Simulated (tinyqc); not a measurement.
Leakage through a gate insulator: direct, Fowler-Nordheim, trap-assisted and Poole-Frenkel currents: one step, computed by the program tinyqc. Command: `OMP_NUM_THREADS=1 python tinyqc.py 3029426 3029427 out.jsonl oxideleak walk`. One thread of a shared host (Intel(R) Xeon(R) Processor @ 2.30GHz), about 0.01 s of CPU time with the checks.

Electrons enter from the cathode Fermi level at x = 0; the conduction band of the insulator lies phi_b - e F x above it, F = V/t. WKB exponents use a parabolic band with mass m.

Question. Field and tunnelling without traps. For a level a distance phi(x) below the band, the WKB exponent is 2 int kappa dx with kappa = sqrt(m phi/(hbar^2/2m_0)); for a linear barrier from phi_1 down to phi_2 = max(phi_1 - e F d, 0) it is G = (4/3) sqrt(m/(hbar^2/2m_0)) (phi_1^(3/2) - phi_2^(3/2))/(e F). J_tun = e^3 F^2/(16 pi^2 hbar m phi_b) x exp(-G) / [1 - sqrt(phi_2/phi_b)]^2 with the free-electron mass in the cathode (m in m_0), phi_2 = max(phi_b - e V, 0): direct tunnelling for e V < phi_b, Fowler-Nordheim above. Image forces, back-flow and the limit on supply are left out, so J_tun is overstated below about 0.5 V. Equivalent oxide thickness = 3.9 t/eps_ox.

Inputs (values chosen for the exercise, with an insulator like SiO2):
```
quantity                        value  unit
thickness t                       5.7    nm
barrier phi_b                    2.97    eV
tunnelling mass m                0.45   m_0
static constant eps_ox           3.94     -
voltage across the insulator V    2.1     V
```

Constants: hbar^2/(2 m_0) = 3.80998212 eV angstrom^2; e = 1.602176634e-19 C; hbar = 1.054571817e-34 J s.

Give: field F; equivalent oxide thickness; WKB exponent G; tunnelling current J_tun.

Answer.

field F = 3.6842 MV/cm

equivalent oxide thickness = 5.6421 nm

WKB exponent G = 53.568

tunnelling current J_tun = 4.0469e-16 A/cm^2

The barrier is a trapezoid: direct tunnelling.
